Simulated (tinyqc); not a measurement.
# Voltage acceleration of oxide breakdown, four models on the same data: lifetime against voltage in four models

Field E = V/tox in MV/cm. Models: ln(t63/1 s) = a - c X with X = E (E model), -1/E (1/E model), ln V (power law, c the exponent n) or sqrt(E).

a and c were fitted to stress data from 4.78 to 6.28 V. Project to Vu, multiply by exp[(Ea q/kB)(1/Tu - 1/Ts)] and by ks; ten years are 3.15576e8 s.

Inputs (values chosen for the exercise): oxide thickness tox = 5.6 nm; stress temperature Ts = 423 K; use temperature Tu = 358 K; activation energy Ea = 0.7 eV; factor for area and percentile ks = 6.4e-6.

Constants: q = 1.602176634e-19 C, kB = 1.380649e-23 J/K. Results are converted to the units shown.

```
model         c         a
E       3.31724   37.6327
1/E     319.998  -27.9382
power   32.7304   60.6445
sqrt E  20.8634   70.3345
```

Results:
```
Vu (V)  log10 years, E  log10 years, 1/E  log10 years, power  log10 years, sqrt E
2.24           -0.5976             11.43               3.695                1.245
2.69            -1.755             5.619               1.093              -0.4916
3.14            -2.913             1.473              -1.106               -2.088
3.59            -4.071            -1.634              -3.010               -3.574
4.05            -5.254            -4.096              -4.723               -5.000
4.95            -7.569            -7.590              -7.576               -7.572
5.4             -8.727            -8.900              -8.813               -8.770
```

Estimate the missing row, Vu = 4.5 V.

Computed row:
```
Vu (V)  log10 years, E  log10 years, 1/E  log10 years, power  log10 years, sqrt E
4.5             -6.412            -6.018              -6.221               -6.318
```

With this row back in the table: The four agree within 0.17 decades in the last row, inside the stress range, and part by 12.0 decades in the first. The local exponent -d ln t/d ln V is c E for the E model, which shrinks as V falls, constant for the power law, and c/E for the 1/E model, which grows as V falls.

Range of the model: All four laws are empirical fits; none is established far below the stress range.

tinyqc, about 0.01 s, one thread, Intel Xeon 2.30GHz (shared host): `OMP_NUM_THREADS=1 python tinyqc.py 2070101 2070102 out.jsonl`
